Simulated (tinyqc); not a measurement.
Worked calculation: CID on RHF in the 3-21g basis, for H3+, spin multiplicity 1. One step of it, computed by the program tinyqc.

Question. CID: roots. Diagonalise (each vector has its largest component positive (the first on a tie)); all determinants have Ms = 0, so triplets appear too. The lowest singlet root is the correlation energy.

Occupation strings over the orbitals (2 doubly, a alpha, b beta, 0 empty; spin orbitals ordered 1a 1b 2a 2b ...): 200000 020000 0a0b00 0a00b0 002000 00a00b 0b0a00 000200 000ab0 0b00a0 000ba0 000020 00b00a 000002

H - E(HF) between determinants (hartree):
```
           200000     020000     0a0b00     0a00b0     002000     00a00b     0b0a00     000200
200000   0.000000   0.086474  -0.000013  -0.079457   0.086447  -0.079450   0.000013   0.076666
020000   0.086474   1.586076  -0.011153   0.164407   0.032508  -0.008780   0.011153   0.038382
0a0b00  -0.000013  -0.011153   2.036913  -0.028885   0.011166   0.028840  -0.038382   0.000020
0a00b0  -0.079457   0.164407  -0.028885   2.464071  -0.008767   0.035140   0.006115   0.012743
002000   0.086447   0.032508   0.011166  -0.008767   1.586309   0.164429  -0.011166   0.038397
00a00b  -0.079450  -0.008780   0.028840   0.035140   0.164429   2.464337  -0.006110   0.012753
0b0a00   0.000013   0.011153  -0.038382   0.006115  -0.011166  -0.006110   2.036913  -0.000020
000200   0.076666   0.038382   0.000020   0.012743   0.038397   0.012753  -0.000020   2.547138
000ab0   0.000012  -0.006115   0.012743   0.003469   0.006111  -0.003456  -0.167938  -0.000008
0b00a0   0.079457  -0.164407   0.006115  -0.092819   0.008767  -0.019720  -0.028885  -0.012743
000ba0  -0.000012   0.006115  -0.167938  -0.027212  -0.006111   0.027202   0.012743   0.000008
000020   0.109243   0.092819   0.027212   0.072709   0.021149  -0.030471  -0.027212   0.075147
00b00a   0.079450   0.008780  -0.006110  -0.019720  -0.164429  -0.092794   0.028840  -0.012753
000002   0.109266   0.021169  -0.027225  -0.030496   0.092794   0.072699   0.027225   0.075145

           000ab0     0b00a0     000ba0     000020     00b00a     000002
200000   0.000012   0.079457  -0.000012   0.109243   0.079450   0.109266
020000  -0.006115  -0.164407   0.006115   0.092819   0.008780   0.021169
0a0b00   0.012743   0.006115  -0.167938   0.027212  -0.006110  -0.027225
0a00b0   0.003469  -0.092819  -0.027212   0.072709  -0.019720  -0.030496
002000   0.006111   0.008767  -0.006111   0.021149  -0.164429   0.092794
00a00b  -0.003456  -0.019720   0.027202  -0.030471  -0.092794   0.072699
0b0a00  -0.167938  -0.028885   0.012743  -0.027212   0.028840   0.027225
000200  -0.000008  -0.012743   0.000008   0.075147  -0.012753   0.075145
000ab0   2.934284  -0.027212  -0.075147  -0.065205   0.027202   0.065150
0b00a0  -0.027212   2.464071   0.003469  -0.072709   0.035140   0.030496
000ba0  -0.075147   0.003469   2.934284   0.065205  -0.003456  -0.065150
000020  -0.065205  -0.072709   0.065205   3.468827   0.030471   0.073218
00b00a   0.027202   0.035140  -0.003456   0.030471   2.464337  -0.072699
000002   0.065150   0.030496  -0.065150   0.073218  -0.072699   3.469221
```

Give: lowest roots of this matrix, relative to E(HF); lowest vectors; <S^2> of these roots; weight of the ground state by excitation level 0, 1, 2, ....

Answer.

lowest roots of this matrix, relative to E(HF) (hartree): -0.0290  1.4931  1.5775  1.9678  2.0280  2.3582  2.3868  2.5347

lowest vectors:
```
         root 1   root 2   root 3   root 4
200000   0.9934   0.0001   0.0869   0.0000
020000  -0.0559   0.6883   0.6886   0.0000
0a0b00   0.0000   0.0111   0.0000   0.6930
0a00b0   0.0338  -0.1166  -0.0947   0.0482
002000  -0.0559  -0.6865   0.6904   0.0000
00a00b   0.0338   0.1164  -0.0950  -0.0481
0b0a00   0.0000  -0.0111   0.0000   0.6930
000200  -0.0269  -0.0001  -0.0505   0.0000
000ab0   0.0000   0.0078   0.0000   0.1232
0b00a0  -0.0338   0.1166   0.0947   0.0482
000ba0   0.0000  -0.0078   0.0000   0.1232
000020  -0.0288  -0.0131  -0.0388   0.0000
00b00a  -0.0338  -0.1164   0.0950  -0.0481
000002  -0.0288   0.0130  -0.0388   0.0000
```

<S^2> of these roots: 0.0000  0.0000  0.0000  2.0000  0.0000  2.0000  2.0000  0.0000

weight of the ground state by excitation level 0, 1, 2, ...: 0.9868  0.0000  0.0132
